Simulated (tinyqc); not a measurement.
Interlayer thickness: switching kinetics of a ferroelectric film and the memory window of a ferroelectric gate stack. Computed by tinyqc, a small Python program. Command: `OMP_NUM_THREADS=1 python tinyqc.py 3005098 3005099 out.jsonl feswitch walk`. One thread of a shared host (Intel(R) Xeon(R) Processor @ 2.30GHz), about 0.01 s of CPU time with the checks.

Fields in MV/cm; 1 microcoulomb/cm^2 over eps_0 is 11.29409 MV/cm. In the stack (metal, ferroelectric, interlayer, channel) the channel is taken as a conductor.

Inputs (values chosen for the exercise, for a model hafnia-based film):

| quantity | value | unit |
|---|---|---|
| saturation polarisation P_s | 34 | microcoulomb/cm^2 |
| ratio P_r/P_s | 0.76 | - |
| coercive field E_c | 0.84 | MV/cm |
| permittivity of the ferroelectric eps_F | 21 | - |
| thickness t_F | 20 | nm |
| permittivity of the interlayer eps_I | 5.5 | - |
| share s of P screened by trapped charge | 0.89 | - |
| pulse height V | 6.7 | V |
| breakdown field of the interlayer | 16 | MV/cm |

Method. Series stack: V = E_F t_F + E_I t_I and eps_I E_I = eps_F E_F + (1 - s) P/eps_0. E_I is for P = +P_s at the pulse height, the depolarising field for P = +P_r at V = 0; V needed puts E_F = 1.5 E_c after switching.

Stack against t_I:

| t_I (nm) | E_F after (MV/cm) | E_I (MV/cm) | depolarising field / E_c | V needed (V) |
|---|---|---|---|---|
| 0.3 | 3.0596 | 19.362 | 0.09858 | 2.8947 |
| 0.5 | 2.8828 | 18.687 | 0.15858 | 3.1445 |
| 0.8 | 2.6397 | 17.759 | 0.24112 | 3.5193 |
| 1.2 | 2.3507 | 16.655 | 0.33920 | 4.0189 |
| 1.6 | 2.0955 | 15.681 | 0.42582 | 4.5185 |
| 2.0 | 1.8686 | 14.814 | 0.50286 | 5.0182 |
| 3.0 | 1.3976 | 13.016 | 0.66272 | 6.2673 |

What follows from these numbers?

Each nanometre of interlayer costs 1.25 V, against 0.13 V for a nanometre of ferroelectric. The depolarising field grows from 0.10 to 0.66 E_c. At E_F = 1.5 E_c the interlayer carries (1.5 eps_F E_c + (1 - s) P_s/eps_0)/eps_I = 12.5 MV/cm whatever its thickness. Caution: rows with E_I above the breakdown field of the interlayer cannot be reached without charge injection.
